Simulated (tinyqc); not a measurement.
# p-n diode, drift-diffusion by the Gummel loop with Scharfetter-Gummel fluxes: two studies

Abrupt junction at x = 0, p side from -Lp, n side to Ln, ohmic contacts. psi is counted from the intrinsic level; n = ni exp((psi - phin)/Vt), p = ni exp((phip - psi)/Vt). Contacts: p side psi = V - Vt ln(Na/ni), p = Na, n = ni^2/Na; n side psi = Vt ln(Nd/ni), n = Nd, p = ni^2/Nd. Constant mobilities, D = mu Vt, Boltzmann statistics, SRH recombination through a mid-gap level, U = (n p - ni^2)/(tp (n + ni) + tn (p + ni)). Current is positive from the p contact to the n contact.

Inputs (values chosen for the exercise); band and dielectric values those of a made-up semiconductor: temperature T = 300 K; band gap Eg = 1.01 eV; relative permittivity eps_r = 11.1; conduction-band density of states at T Nc = 3.29e19 cm^-3; valence-band density of states at T Nv = 2.74e19 cm^-3; acceptor density of the p side Na = 1.7e16 cm^-3; donor density of the n side Nd = 1e16 cm^-3; electron mobility mun = 1200 cm^2/(V s); hole mobility mup = 360 cm^2/(V s); SRH lifetime of electrons tn = 9e-9 s; SRH lifetime of holes tp = 3e-7 s; length of the p side Lp = 1.2 um; length of the n side Ln = 2.4 um; uniform generation rate G = 0 cm^-3 s^-1.

Constants: q = 1.602176634e-19 C, kB = 1.380649e-23 J/K, Vt = kB T/q, eps0 = 8.8541878128e-14 F/cm where lengths are in cm. Results are converted to the units shown.

Each table varies one quantity; the others keep the values above.

## Current against voltage in the dark

ni = sqrt(Nc Nv) exp(-Eg/(2 Vt)), Eg in volts. Poisson and both continuity equations are solved self-consistently with Scharfetter-Gummel fluxes on a graded mesh of 500 nodes. J_scr is q times the integral of U between -xp and xn. Ideal diffusion current J_id = q ni^2 [Dn coth(wp/Le)/(Le Na) + Dp coth(wn/Lh)/(Lh Nd)] (exp(V/Vt) - 1), Le = sqrt(Dn tn), Lh = sqrt(Dp tp), wp = Lp - xp, wn = Ln - xn, with xp and xn from the depletion approximation (W = sqrt(2 eps0 eps_r (Vbi - V)(1/Na + 1/Nd)/q), xp = W Nd/(Na + Nd), xn = W Na/(Na + Nd), Vbi = Vt ln(Na Nd/ni^2)). Ideality factor = 0.004 V/(Vt ln[J(V + 0.004 V)/J(V)]). Here G = 0.

In this table G = 0 cm^-3 s^-1.

Result of one run:
```
V (V)	J (A/cm^2)	ideality factor	J_scr/J (%)	J_id (A/cm^2)	share recombining at the contacts (%)	larger minority/doping at -xp and xn
0.4	0.169	1.01	1.23	0.168	96.8	7.52e-4
```

What becomes of these results when the bias of the p contact V is changed from 0.4 to 0.31 V, all else the same?

Result of the changed run:
```
V (V)	J (A/cm^2)	ideality factor	J_scr/J (%)	J_id (A/cm^2)	share recombining at the contacts (%)	larger minority/doping at -xp and xn
0.31	0.00547	1.02	4.87	0.00524	93.3	2.39e-5
```

The whole series:
```
V (V)	J (A/cm^2)	ideality factor	J_scr/J (%)	J_id (A/cm^2)	share recombining at the contacts (%)	larger minority/doping at -xp and xn
0.12	7.26e-6	1.25	53.3	3.41e-6	45.8	1.59e-8
0.17	3.57e-5	1.17	34.1	2.36e-5	64.7	1.09e-7
0.21	1.39e-4	1.10	21.0	1.11e-4	77.4	5.11e-7
0.26	8.45e-4	1.05	10.4	7.62e-4	87.9	3.50e-6
0.31	0.00547	1.02	4.87	0.00524	93.3	2.39e-5
0.35	0.0250	1.01	2.64	0.0245	95.4	1.11e-4
0.4	0.169	1.01	1.23	0.168	96.8	7.52e-4
0.45	1.14	1.01	0.551	1.15	97.5	0.00500
0.49	5.19	1.04	0.256	5.38	97.9	0.0218
```

J rises from 7.26e-6 to 5.19 A/cm^2; the ideality factor goes from 1.25 through a minimum of 1.01 (at V = 0.4 V among the rows listed) to 1.04. Recombination in the depleted layer carries over half of the current up to V = 0.12 V, where the factor is 1.25; it grows roughly as exp(V/2 Vt), so diffusion overtakes it. Where the factor is lowest (V = 0.4 V), J is 0.33 % above the ideal diffusion current.

## Effect of the length of the p side at fixed bias

Same model as above.

In this table V = 0.31 V.

Effect of the length of the p side at fixed bias:
```
Lp (um)	J (A/cm^2)	ideality factor	J_scr/J (%)	J_id (A/cm^2)	share recombining at the contacts (%)	larger minority/doping at -xp and xn
1.2	0.00547	1.02	4.87	0.00524	93.3	2.39e-5
2	0.00380	1.03	7.01	0.00355	88.6	2.39e-5
3.3	0.00290	1.04	9.18	0.00265	81.6	2.39e-5
5.4	0.00244	1.05	10.9	0.00218	72.1	2.39e-5
8.8	0.00224	1.05	11.9	0.00198	61.4	2.39e-5
15	0.00218	1.05	12.2	0.00192	52.0	2.39e-5
24	0.00218	1.05	12.3	0.00191	48.2	2.39e-5
```

What does the table show?

As Lp rises from 1.2 to 24, J falls from 0.00547 to 0.00218 A/cm^2, the share of the depleted layer rises from 4.87 to 12.3 % and the share lost at the contacts falls from 93.3 to 48.2 %. The exponent d ln J/d ln Lp is -0.71 between the first two rows and -0.01 between the last two. J less J_scr is 0.28 % below J_id in the last row.

tinyqc, about 0.1 s, one thread, Intel Xeon 2.30GHz (shared host): `OMP_NUM_THREADS=1 python tinyqc.py 2240081 2240082 out.jsonl`
